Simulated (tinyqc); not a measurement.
# An Irvin curve: changing the peak concentration

Model: sheet resistance and Hall data of a diffused or implanted layer. Computed by tinyqc, a small Python program. Command: `OMP_NUM_THREADS=1 python tinyqc.py 3008562 3008563 out.jsonl layer sweep`. One thread of a shared host (Intel(R) Xeon(R) Processor @ 2.30GHz), about 0.01 s of CPU time with the checks.

Carriers are taken equal to the net active doping down to the junction (full ionisation, which deep dopants in wide-gap hosts do not reach; no spill-over, no depletion), and the Hall factor is 1.

Inputs (values chosen for the exercise, modelled on phosphorus in silicon): mu_min = 70.2 cm^2/(V s); mu_max = 1410 cm^2/(V s); N_ref = 8.7e+16 1/cm^3; exponent alpha = 0.7; length scale l = 35 nm; background doping N_B (opposite type) = 7.6e+16 1/cm^3.

Profile: box. Activation: complete.

Constants: e = 1.602176634e-19 C.

Method:
- N(x) = N_0 down to x_j = l, dose N_0 l.
- Mobility mu = mu_min + (mu_max - mu_min)/(1 + (N_t/N_ref)^alpha), N_t = active doping + N_B; carriers n = active doping - N_B, all dopants active.
- Integrals from x_0 (0 unless stated) to x_j by the midpoint rule on 400 even intervals: 1/R_s = e int n mu dx; sheet density n_s = int n dx; Hall sheet density (int n mu dx)^2/int n mu^2 dx; Hall mobility int n mu^2 dx/int n mu dx.
- Mean conductivity 1/(R_s x_j); mean mobility 1/(e n_s R_s).

One run for each value; columns: (1) peak concentration N_0 (1/cm^3); (2) mean conductivity 1/(R_s x_j) (S/cm); (3) sheet resistance R_s (ohm); (4) Hall mobility (cm^2/(V s)); (5) junction depth x_j (nm); (6) sheet density n_s (1/cm^2):
```
(1)          (2)     (3)     (4)  (5)         (6)
1.50e+18   51.57  5540.0  226.05   35  4.9840e+12
1.70e+18   55.91  5109.8  214.90   35  5.6840e+12
1.90e+18   60.06  4756.8  205.53   35  6.3840e+12
2.20e+18   66.01  4328.6  193.96   35  7.4340e+12
2.50e+18   71.68  3986.0  184.56   35  8.4840e+12
2.80e+18   77.14  3703.8  176.75   35  9.5340e+12
3.20e+18   84.16  3394.8  168.15   35  1.0934e+13
4.00e+18   97.53  2929.4  155.14   35  1.3734e+13
4.60e+18  107.13  2667.0  147.80   35  1.5834e+13
```

Give the missing row, peak concentration N_0 (1/cm^3) = 3.60e+18.

Computed row; columns: (1) peak concentration N_0 (1/cm^3); (2) mean conductivity 1/(R_s x_j) (S/cm); (3) sheet resistance R_s (ohm); (4) Hall mobility (cm^2/(V s)); (5) junction depth x_j (nm); (6) sheet density n_s (1/cm^2):
```
(1)         (2)     (3)     (4)  (5)         (6)
3.60e+18  90.94  3141.7  161.07   35  1.2334e+13
```

Interpolating between the two neighbouring rows (linearly) misses most in sheet resistance R_s (ohm), by 0.65 %. Over the rows, mean conductivity 1/(R_s x_j) (S/cm) rises from 51.6 to 107 (exponent d ln y / d ln x about 0.65 throughout); sheet resistance R_s (ohm) falls from 5540 to 2670 (exponent d ln y / d ln x about -0.65 throughout); Hall mobility (cm^2/(V s)) falls from 226 to 148 (exponent d ln y / d ln x -0.40 between the first rows and -0.35 between the last).

Caution (all rows): the layer is not thick against surface and junction depletion widths, which remove carriers that this model counts.

Extremes, crossings and ranges named in words are read from the listed rows.
